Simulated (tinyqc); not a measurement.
Floating body of a partially depleted SOI transistor: body voltage and kink: one step of the calculation.

Source at 0 V. Channel current Ic = 2 nf K Vt^2 [F(0) - F(Vd)](1 + la Vd), F(V) = ln^2(1 + exp((Vg - VT - nf V)/(2 nf Vt))), VT = VT0 - gb Vb. Saturation voltage Vs = 2 Vt sqrt(F(0)) + 3 Vt, excess Ve = (Vd - Vs + sqrt((Vd - Vs)^2 + 0.0004 V^2))/2, multiplication M1 = Ai Ve exp(-Bl/Ve). Each junction passes D(v) = J1 (exp(v/Vt) - 1) + J2 (exp(v/(2 Vt)) - 1). Bipolar current Ib = bb J1 (exp(Vb/Vt) - 1). The body settles where M1 (Ic + Ib) = D(Vb) + D(Vb - Vd) + Vb/Rb; drain current Id = (1 + M1)(Ic + Ib) - D(Vb - Vd).

Question. Drain current with floating and with grounded body. Id and VT at the converged Vb, Id at Vb = 0, their ratio, and the bipolar share Ib/(Ic + Ib).

Values chosen for this exercise; values of the order met in partially depleted silicon-on-insulator transistors:
```
symbol    value         unit                                                                                            meaning
T           358            K                                                                                        temperature
VT0        0.32            V                                                                     threshold at zero body voltage
gb         0.23                                                                  fall of the threshold per volt of body voltage
nf         1.15                                                                                                    slope factor
K           440  uA/(V^2 um)                                                                              gain factor per width
la         0.03          1/V                                                                   channel-length modulation factor
Ai         3.36          1/V                                                                        impact-ionisation prefactor
Bl          4.7            V                                                                          impact-ionisation voltage
J1      2.4e-10        uA/um                                                      diffusion saturation current of each junction
J2       7.9e-8        uA/um                                                  recombination saturation current of each junction
bb            0                                                 gain of the lateral bipolar transistor on the diffusion current
Rb          1e9      kohm um  resistance of a weak body tie to the source (1e9 stands for no tie, and the term is then dropped)
Vg         0.62            V                                                                                       gate voltage
Vd            2            V                                                                                      drain voltage
```

Constants: q = 1.602176634e-19 C, kB = 1.380649e-23 J/K, Vt = kB T/q. Results are converted to the units shown.

converged Vb = 0.75391601 V

Wanted: VT; Id, floating; Id, grounded; ratio; bipolar share.

Answer.

VT = 0.14660 V
Id, floating = 55.331 uA/um
Id, grounded = 24.219 uA/um
ratio = 2.2846
bipolar share = 0.0000 %

The body rises to 0.754 V and lowers the threshold by 173 mV.

Range of the model: The multiplication law is an empirical form chosen for the exercise; self-heating and capacitive coupling to the body are left out, and the linear laws are rough once Vb passes about 0.7 V or M1 about 0.1.

tinyqc, about 0.2 s, one thread, Intel Xeon 2.30GHz (shared host): `OMP_NUM_THREADS=1 python tinyqc.py 2182272 2182273 out.jsonl`
